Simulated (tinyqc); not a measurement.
Changing the cell length L: finite-size error of a charged defect in a periodic cell: Madelung and Makov-Payne terms. Computed by tinyqc, a small Python program. Command: `OMP_NUM_THREADS=1 python tinyqc.py 3014549 3014550 out.jsonl imagecharge sweep`. One thread of a shared host (Intel(R) Xeon(R) Processor @ 2.30GHz), about 0.1 s of CPU time with the checks.

L is the cube root of the cell volume. The defect charge is a Gaussian, rho(r) = q (2 pi sigma^2)^(-3/2) exp(-r^2/2 sigma^2), repeated periodically in a uniform neutralising background and screened by a continuum. The model cell energy is E(L) = E_0 + [periodic - isolated electrostatic energy].

Inputs (values chosen for the exercise, for a model host):
```
quantity                                     value      unit
charge q                                        -1         e
dielectric constant eps                       6.61         -
width sigma of the defect charge               1.4  angstrom
formation energy of the isolated defect E_0  3.303        eV
```

Supercell lattice: bcc. Screening: isotropic.

Constants: e^2/(4 pi eps_0) = 14.39964548 eV angstrom.

Method:
- Cell vectors: (-1,1,1), (1,-1,1), (1,1,-1), scaled to volume L^3.
- Ewald sum for a unit point charge: scale each Cartesian component of the cell by 1/sqrt(eps_i), giving R', G' and V'; E = [ (1/2) sum erfc(eta R')/R' + (2 pi/V') sum exp(-G'^2/4 eta^2)/G'^2 - eta/sqrt(pi) - pi/(2 V' eta^2) ] e^2/(4 pi eps_0) / sqrt(eps_x eps_y eps_z), over n_i = -6..6, omitting n = (0,0,0), eta = 2/V'^(1/3). alpha = -2 E eps_g L/(e^2/(4 pi eps_0)), eps_g = (eps_x eps_y eps_z)^(1/3).
- Periodic energy of the Gaussian: (2 pi q^2/V) sum_(G != 0) exp(-sigma^2 G^2)/(G.eps.G) x e^2/(4 pi eps_0), n_i = -k..k with k = max(9, L/sigma rounded up). Isolated energy: q^2/(2 sqrt(pi) sigma) <1/(n.eps.n)> e^2/(4 pi eps_0), the mean over directions n, here 1/eps.

One run for each value:
```
cell length L (angstrom)  finite-size error (eV)  point-charge correction -q^2 E (eV)  E(L) (eV)
6.5                                     -0.38679                              0.48403     2.9162
8.1                                     -0.33795                              0.38842     2.9651
10.0                                    -0.28779                              0.31462     3.0152
13.0                                    -0.22980                              0.24202     3.0732
16.0                                    -0.19009                              0.19664     3.1129
19.0                                    -0.16168                              0.16559     3.1413
24.0                                    -0.12915                              0.13109     3.1738
30.0                                    -0.10388                              0.10487     3.1991
```

What does the table show, and why?

Over the rows, finite-size error (eV) rises from -0.387 to -0.104 (exponent d ln y / d ln x -0.61 between the first rows and -0.98 between the last); point-charge correction -q^2 E (eV) falls from 0.484 to 0.105 (exponent d ln y / d ln x about -1.00 throughout); E(L) (eV) rises from 2.92 to 3.20 (exponent d ln y / d ln x 0.075 between the first rows and 0.036 between the last). At the high end the exponent of finite-size error is -0.98, close to -1: the Madelung term rules in large cells. The exponent of point-charge correction -q^2 E stays at -1: the Madelung term goes as 1/L.
